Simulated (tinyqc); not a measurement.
Resistance of a source-drain extension with a graded tip: one step of the calculation.

y runs along the channel, the gate covers y > 0. The doping is N0 for y < y0 and N0 10^(-(y - y0)/la) beyond, uniform over the depth xj. Sheet conductance s(y) = q mu(N) max(N - Nch, 0) xj + (for y > 0) ma Cox Vo, with mu(N) = u0 + (u1 - u0)/(1 + (N/Nr)^au) and Cox = eps0 eox/tox. Current is taken as one-dimensional; depletion of the tip, spreading and the contact are left out. The metallurgical junction lies at yj, where N = Nch.

Question. Sheet resistances and junction position. yj = y0 + la log10(N0/Nch); sheet resistance of the full extension 1/[q mu(N0)(N0 - Nch) xj] and of the gate-induced layer 1/(ma Cox Vo); metallurgical length Lg - 2 yj; ye is where the doped and the gate-induced conductances are equal.

Values chosen for this exercise; mobility law close to that of holes in silicon:

| symbol | value | unit | meaning |
|---|---|---|---|
| eox | 3.9 |  | relative permittivity of the gate insulator (close to silicon dioxide) |
| tox | 2.1 | nm | insulator thickness |
| N0 | 6.4e19 | cm^-3 | active doping of the extension far from the gate |
| la | 2.3 | nm/decade | lateral abruptness |
| y0 | 2.5 | nm | position under the gate where the fall begins (gate edge at 0) |
| xj | 20 | nm | depth of the extension |
| Nch | 3.4e18 | cm^-3 | channel doping |
| Vo | 0.33 | V | gate overdrive |
| ma | 92 | cm^2/(V s) | mobility of the gate-induced layer |
| u1 | 470.5 | cm^2/(V s) | mobility at low doping |
| u0 | 44.9 | cm^2/(V s) | mobility at high doping |
| Nr | 2.23e17 | cm^-3 | reference doping |
| au | 0.719 |  | exponent |
| Lg | 40 | nm | gate length |

Constants: q = 1.602176634e-19 C, eps0 = 8.8541878128e-14 F/cm where lengths are in cm. Results are converted to the units shown.

Find: yj; sheet resistance of the extension; sheet resistance of the induced layer; metallurgical length; ye; N at ye.

Answer.

yj = 5.432 nm
sheet resistance of the extension = 989.3 ohm/square
sheet resistance of the induced layer = 2.003e4 ohm/square
metallurgical length = 29.14 nm
ye = 5.000 nm
N at ye = 5.238e18 cm^-3

The gate takes over 0.432 nm before the junction, where N is still 1.54 times the channel doping.

Computed by the program tinyqc: `OMP_NUM_THREADS=1 python tinyqc.py 2282092 2282093 out.jsonl`, one thread of a shared Intel Xeon 2.30GHz, about 0.05 s for the whole run.
